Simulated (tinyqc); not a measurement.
# Worked calculation: thin-body transistor below threshold, two-dimensional Poisson equation on a small mesh

Numbers from tinyqc (`OMP_NUM_THREADS=1 python tinyqc.py 2480004 2480005 out.jsonl`; about 0.1 s on one thread of a shared Intel Xeon 2.30GHz). Printed values are rounded.

A thin body on a thick buried insulator of low permittivity, taken as carrying no normal field at the bottom of the body (row 0). Mobile charge is neglected (subthreshold), the body is fully depleted, and potentials are counted from the intrinsic level; rows run upward to the gate, columns from source to drain.

Values chosen for this exercise; semiconductor permittivity close to that of silicon:

| symbol | value | unit | meaning |
|---|---|---|---|
| T | 293 | K | temperature |
| eps_r | 11.7 |  | relative permittivity of the semiconductor |
| eox | 22 |  | relative permittivity of the insulator |
| tb | 5 | nm | body thickness |
| tox | 3.3 | nm | insulator thickness |
| L | 33 | nm | channel length |
| Na | 0 | cm^-3 | acceptor density of the depleted body |
| Vbi | 0.55 | V | potential of the source |
| Vfb | 0.06 | V | gate offset |
| Vg | 0.1 | V | gate voltage |
| Vd | 0.7 | V | drain voltage |

Constants: q = 1.602176634e-19 C, kB = 1.380649e-23 J/K, Vt = kB T/q, eps0 = 8.8541878128e-14 F/cm where lengths are in cm. Results are converted to the units shown.

## Coefficients of the five-point equations

Mesh: rows i = 0..1 in the semiconductor (step hs = tb/1, row 1 on the interface), then 1 step(s) ho = tox/1 up to the gate row 2; columns j = 0..4 (step hy = L/4). Box integration, divided by eps0: up_i = eps hy/h of the interval above row i, dn_i = that of the interval below (0 for row 0), lat_i = (sum of eps h/2 over the intervals above and below)/hy, s_i = -q Na w_i hy/eps0 with w_i the semiconductor height of the box (hs/2 for row 0 and the interface row, hs between, 0 in the insulator). Each free node obeys (up + dn + 2 lat) psi = up psi(above) + dn psi(below) + lat [psi(left) + psi(right)] + s.

```
row        up        dn       lat  s (V)
0    19.30500         0  3.545455      0
1          55  19.30500  7.945455      0
```

## The linear system

fixed values (free nodes shown as 0) (V):
```
            j=0       j=1       j=2       j=3       j=4
row 0  0.550000  0.000000  0.000000  0.000000  1.250000
row 1  0.550000  0.000000  0.000000  0.000000  1.250000
row 2  0.040000  0.040000  0.040000  0.040000  0.040000
```

Unknowns (row, column) in the order listed; A has up + dn + 2 lat on the diagonal and -up, -dn, -lat towards free neighbours; b holds s and the terms of fixed neighbours. Fixed values: gate row Vg - Vfb; column 0 at Vbi and the last column at Vbi + Vd in the semiconductor, each running linearly to Vg - Vfb across the insulator.

A:
```
           (0,1)      (0,2)      (0,3)      (1,1)      (1,2)      (1,3)
(0,1)   26.39591   -3.54545    0.00000  -19.30500    0.00000    0.00000
(0,2)   -3.54545   26.39591   -3.54545    0.00000  -19.30500    0.00000
(0,3)    0.00000   -3.54545   26.39591    0.00000    0.00000  -19.30500
(1,1)  -19.30500    0.00000    0.00000   90.19591   -7.94545    0.00000
(1,2)    0.00000  -19.30500    0.00000   -7.94545   90.19591   -7.94545
(1,3)    0.00000    0.00000  -19.30500    0.00000   -7.94545   90.19591
```

b (V): (0,1) 1.95000, (0,2) 0.00000, (0,3) 4.43182, (1,1) 6.57000, (1,2) 2.20000, (1,3) 12.13182

## Direct solution

Solve A psi = b.

psi at the free nodes (V): (0,1) 0.1775731, (0,2) 0.1294078, (0,3) 0.3425138, (1,1) 0.1180209, (1,2) 0.0814241, (1,3) 0.2149876

## Iteration 1: over-relaxation sweep (omega = 1.5)

psi at the start (fixed values on the edges, free nodes at the gate value) (V):
```
            j=0       j=1       j=2       j=3       j=4
row 0  0.550000  0.040000  0.040000  0.040000  1.250000
row 1  0.550000  0.040000  0.040000  0.040000  1.250000
row 2  0.040000  0.040000  0.040000  0.040000  0.040000
```

Free nodes: rows 0..1, columns 1..3, taken row by row from row 0, left to right. t = (up psi(above) + dn psi(below) + lat [psi(left) + psi(right)] + s)/(up + dn + 2 lat), with the newest neighbours; psi(new) = psi + 1.5 (t - psi).

psi after iteration 1 (V):
```
            j=0       j=1       j=2       j=3       j=4
row 0  0.550000  0.142754  0.060703  0.287959  1.250000
row 1  0.550000  0.140379  0.059910  0.282124  1.250000
row 2  0.040000  0.040000  0.040000  0.040000  0.040000
```

## Iteration 2: over-relaxation sweep (omega = 1.5)

As before.

psi after iteration 2 (V):
```
            j=0       j=1       j=2       j=3       j=4
row 0  0.550000  0.205668  0.134828  0.444535  1.250000
row 1  0.550000  0.113019  0.102131  0.216910  1.250000
row 2  0.040000  0.040000  0.040000  0.040000  0.040000
```

## Course of the iteration: over-relaxation sweep (omega = 1.5)

Stop when the largest change of psi is below 1e-7 V, or after 400 iterations. Fixed values: gate row Vg - Vfb; column 0 at Vbi and the last column at Vbi + Vd in the semiconductor, each running linearly to Vg - Vfb across the insulator.

Course of the iteration:
```
iteration  psi at row 0, j = 2 (V)  largest |change| of one entry (V)
1                       0.06070252                              0.248
2                        0.1348277                              0.157
3                        0.1662537                              0.143
4                        0.1076289                             0.0586
5                        0.1294623                             0.0220
6                        0.1348849                            8.84e-3
7                        0.1270248                            9.03e-3
8                        0.1293525                            8.23e-3
9                        0.1296868                            2.69e-3
...                            ...                                ...
16                       0.1294106                            5.98e-6
17                       0.1294066                            8.09e-6
18                       0.1294074                            4.66e-6
19                       0.1294081                            8.64e-7
20                       0.1294079                            6.08e-7
21                       0.1294076                            4.56e-7
22                       0.1294079                            2.61e-7
23                       0.1294078                            1.52e-7
24                       0.1294078                            4.29e-8
```

Converged in 24 iterations. The changes do not fall evenly; from iteration 19 to 24 they shrink by a factor of 1.8 a step on average.

## Barrier, swing and barrier lowering

converged psi (V):
```
            j=0       j=1       j=2       j=3       j=4
row 0  0.550000  0.177573  0.129408  0.342514  1.250000
row 1  0.550000  0.118021  0.081424  0.214988  1.250000
row 2  0.040000  0.040000  0.040000  0.040000  0.040000
```

d psi/dVg on row 0: j=0 0.0000000, j=1 0.7441356, j=2 0.8960374, j=3 0.7441356, j=4 0.0000000
d psi/dVd on row 0: j=0 0.000000, j=1 0.010117, j=2 0.051981, j=3 0.245747, j=4 1.000000

The barrier is read along row 0, the path farthest from the gate. Take the node j of lowest psi: barrier Vbi - psi_j; swing Vt ln 10/(d psi_j/dVg); DIBL = (d psi_j/dVd)/(d psi_j/dVg). The derivatives solve the same equations with s = 0 and a unit change of that voltage.

j = 2
barrier = 0.4205922 V
swing = 64.88287 mV/decade
DIBL = 58.01240 mV/V

A mesh of 12, 8 and 80 steps (semiconductor, insulator, channel) gives a barrier of 0.459 V, a swing of 62.6 mV a decade and a DIBL of 22.6 mV/V; the small mesh puts the barrier 8.4 % below that.
